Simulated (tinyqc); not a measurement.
Stretching all distances: RHF, UHF, MP2, CISD and CCSD against full CI in the 6-31g basis, for H3+, spin multiplicity 1. Computed by the program tinyqc with PySCF. 

Geometry (angstrom):
```
atom,x,y,z
H,0.0000,0.0000,0.0000
H,0.0000,0.0000,0.8360
H,0.0000,0.0000,-0.8360
```

All coordinates are multiplied by the scale. c0^2 is the weight of the RHF determinant in the lowest singlet FCI state (UHF is spin-contaminated and may lie near states of higher spin) and n(LUMO) the first natural occupation beyond the occupied space.

Full CI energy (hartree) and errors against it (kcal/mol):
```
scale,distance 1-2 (angstrom),E(FCI),RHF,UHF,MP2,CISD,CCSD,<S^2> UHF,c0^2,n(LUMO)
0.8800,0.7357,-1.249081,20.4212,20.4212,6.0787,0.0000,0.0000,0.0000,0.9781,0.0368
1.0800,0.9029,-1.248579,22.2460,22.2460,6.8289,0.0000,0.0000,0.0000,0.9687,0.0521
1.2800,1.0701,-1.222447,24.0384,23.9164,7.6013,0.0000,0.0000,0.0711,0.9565,0.0712
1.4800,1.2373,-1.189762,26.4808,22.6820,8.6571,0.0000,0.0000,0.3690,0.9398,0.0962
1.6700,1.3961,-1.159403,29.5852,19.6564,9.9396,0.0000,0.0000,0.5586,0.9187,0.1260
1.8700,1.5633,-1.130662,33.6410,16.2219,11.4800,0.0000,0.0000,0.6938,0.8911,0.1629
2.0700,1.7305,-1.105773,38.3846,13.2549,13.0559,0.0000,0.0000,0.7854,0.8586,0.2034
```

UHF parts from RHF first at scale 1.28 of those listed, where <S^2> leaves zero. The weight c0^2 goes from 0.98 to 0.86 and n(LUMO) from 0.04 to 0.20: static correlation grows as the bonds break into open-shell fragments. The spread of the error along the curve, which distorts its shape, is CISD 0.0, CCSD 0.0, MP2 7.0, UHF 10.7, RHF 18.0 kcal/mol. With two electrons CISD and CCSD are exact.
